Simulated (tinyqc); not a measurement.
# FinFET, parasitic resistance, capacitance and delay: two studies

Nf fins under one contact; each has gated perimeter p = 2 Hf + Wf and cross-section A = Hf Wf; contact width Wc = Nf pf, stack height Hs = Hf. Contact length Lc = CPP - Lg - 2 Lsp, shared by two neighbouring gates. Source and drain sides are equal. The formulas are first-order estimates, not field solutions.

Values chosen for this exercise; values close to those of silicon logic devices: temperature T = 300 K; number of fins Nf = 2; fin height Hf = 50 nm; fin width Wf = 6 nm; fin pitch pf = 42 nm; contacted gate pitch CPP = 45 nm; gate length Lg = 14 nm; spacer length Lsp = 6 nm; relative permittivity of the spacer ks = 7; gate height above the channel stack Hc = 30 nm; contact resistivity rc = 3.5e-9 ohm cm^2; resistivity of the source-drain epitaxy re = 0.00061 ohm cm; current-carrying depth of the epitaxy te = 30 nm; resistivity of the extension rx = 0.00042 ohm cm; gate overlap Lov = 1 nm; inversion capacitance Cinv = 3.3 uF/cm^2; injection velocity vx = 1.3e7 cm/s; apparent mobility mu = 190 cm^2/(V s); threshold at zero drain voltage VT = 0.2 V; barrier lowering dl = 0.059 V/V; subthreshold factor n = 1.2; wire load Cw = 0.24 fF; supply voltage Vdd = 0.65 V.

Constants: q = 1.602176634e-19 C, kB = 1.380649e-23 J/K, eps0 = 8.8541878128e-12 F/m, Vt = kB T/q. Results are converted to the units shown.

Each table varies one quantity; the others keep the values above.

## Effect of the relative permittivity of the spacer

Epitaxy sheet resistance Rsh = re/te, transfer length LT = sqrt(rc/Rsh), contact Rc = [sqrt(rc Rsh)/Wc] coth(Lc/(2 LT)); extension of one fin Rx = rx Lsp/A. With N fins: gate Cg = Cinv p N Lg; per side, plate Cp = ks eps0 [Wc (Hs + Hc) - N A]/Lsp, top fringe Cf = (2/pi) ks eps0 Wc ln(1 + Lg/(2 Lsp)), overlap Co = Cinv p N Lov. One fin: I = p Q vx u/(1 + |u|^1.8)^(1/1.8), Q = Cinv n Vt ln(1 + exp((Vg' - VT + dl Vd')/(n Vt))), u = Vd' mu/(vx Lg), Vg' = Vgs - v, Vd' = Vds - 2 v, with the drop on each side v = Rc (sum of I) + Rx I. Ieff = [I(Vgs = Vdd, Vds = Vdd/2) + I(Vdd/2, Vdd)]/2, total currents. With Cs = Cp + Cf + Co, the load of an inverter of two such devices driving an equal one is CL = 2 (Cg + 2 Cs) + 4 Cs + Cw (own drains counted twice for the Miller effect); delay CL Vdd/(2 Ieff).

The same in every row: Rc (ohm) = 446.2; Rx/N (ohm) = 42.00; Ieff (uA) = 161.5.

Results:
```
ks  CL (aF)  delay (ps)
1     567.0       1.141
2     642.2       1.293
3     717.4       1.444
4     792.6       1.595
7      1018       2.049
```

Estimate the missing row, ks = 5.5.

Computed row:
```
ks   CL (aF)  delay (ps)
5.5    905.3       1.822
```

With this row back in the table: As ks goes from 1 to 7, Ieff stays at 161 uA, CL rises from 567 to 1020 aF and the delay rises from 1.14 to 2.05 ps.

## Effect of the contacted gate pitch

Same model as above.

The same in every row: Rx/N (ohm) = 42.00; CL (aF) = 1018.

Effect of the contacted gate pitch:
```
CPP (nm)  Rc (ohm)  Ieff (uA)  delay (ps)
36           837.4      114.4       2.893
42           527.3      149.1       2.219
48           387.6      171.5       1.930
54           308.8      186.3       1.776
60           258.7      196.6       1.683
66           224.2      204.1       1.621
72           199.3      209.7       1.578
78           180.7      214.0       1.546
```

As CPP goes from 36 to 78 nm, Ieff rises from 114 to 214 uA, CL stays at 1020 aF and the delay falls from 2.89 to 1.55 ps. Only the contact length changes, so the capacitance stays and the pitch acts through Rc.

tinyqc, about 0.02 s, one thread, Intel Xeon 2.30GHz (shared host): `OMP_NUM_THREADS=1 python tinyqc.py 2170009 2170010 out.jsonl`
